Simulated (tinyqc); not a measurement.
Rise against time: self-heating of a transistor with one or more fingers, with temperature-dependent conductivity. Computed by tinyqc, a small Python program. Command: `OMP_NUM_THREADS=1 python tinyqc.py 3025010 3025011 out.jsonl selfheat walk`. One thread of a shared host (Intel(R) Xeon(R) Processor @ 2.30GHz), about 0.05 s of CPU time with the checks.

N long parallel fingers lie on the top face of a slab whose bottom is held at T_0; the top is otherwise insulated, and heat flows in two dimensions. P in W/mm is 1000 P in W/m.

Inputs (values chosen for the exercise, modelled on sapphire):

| quantity | value | unit |
|---|---|---|
| conductivity at the base temperature kappa_0 | 31.5 | W/(m K) |
| power per gate width P | 0.55 | W/mm |
| fingers N | 1 | - |
| finger pitch s | 9.1 | micrometre |
| width of the heat source w | 0.47 | micrometre |
| substrate thickness t | 360 | micrometre |
| heat capacity C | 2.99 | 1e6 J/(m^3 K) |
| pulse length | 1.1 | microsecond |

Power: fixed power.

Method:
- A line source of power P on the top face raises the top at distance x by (P/(pi kappa_0)) g(x), g(x) = -ln tanh(pi x/(4 t)) (the image sum for the slab). On a strip of width w the centre sees the mean of g over the strip, g_0 = 1 + ln(8 t/(pi w)) for w much below t.
- theta_i = (P/(pi kappa_0)) [g_0 + sum over j != i of g(|i - j| s)], with equal powers and constant conductivity; thermal resistance = largest theta/P.
- After switching on, theta(tau) = (P D/kappa_0) int_0^tau X(u) Z(u) du at the hottest finger, D = kappa_0/C; X = sum over fingers at distance x of [erf((x + w/2)/r) - erf((x - w/2)/r)]/(2 w), Z = sum_(j=-200..200) (-1)^j exp(-(2 j t/r)^2)/sqrt(pi D u), r = 2 sqrt(D u); trapezoid rule on 300 points evenly spaced in ln u from u_0 = 1e-3 min(tau, w^2/D) to tau, plus the exact piece 2 sqrt(u_0/(pi D))/w below u_0. Conductivity and power are held at their base values here, and Fourier's law is used even where the diffusion length is near a phonon free path.

diffusivity D = 10.5351 micrometre^2/microsecond

theta of each finger (K): 47.6627

largest theta = 47.6627 K

Heating curve:

| time (microsecond) | sqrt(D time) (micrometre) | rise (K) | share of the steady rise |
|---|---|---|---|
| 0.012 | 0.35556 | 10.207 | 0.2142 |
| 0.12 | 1.1244 | 16.516 | 0.3465 |
| 1.2 | 3.5556 | 22.906 | 0.4806 |
| 12 | 11.244 | 29.304 | 0.6148 |
| 120 | 35.556 | 35.702 | 0.7491 |
| 620 | 80.819 | 40.266 | 0.8448 |
| 2500 | 162.29 | 44.133 | 0.926 |
| 7400 | 279.21 | 46.718 | 0.9802 |
| 18000 | 435.47 | 47.582 | 0.9983 |

Half the steady rise is reached between 1.2 and 12 microseconds, and the last row holds 99.8 % of it; the slowest time constant is 4 t^2/(pi^2 D) = 4990 microseconds. While the diffusion length lies between w and the pitch or thickness, the rise grows as the logarithm of time.

Extremes, crossings and ranges named in words are read from the listed rows.
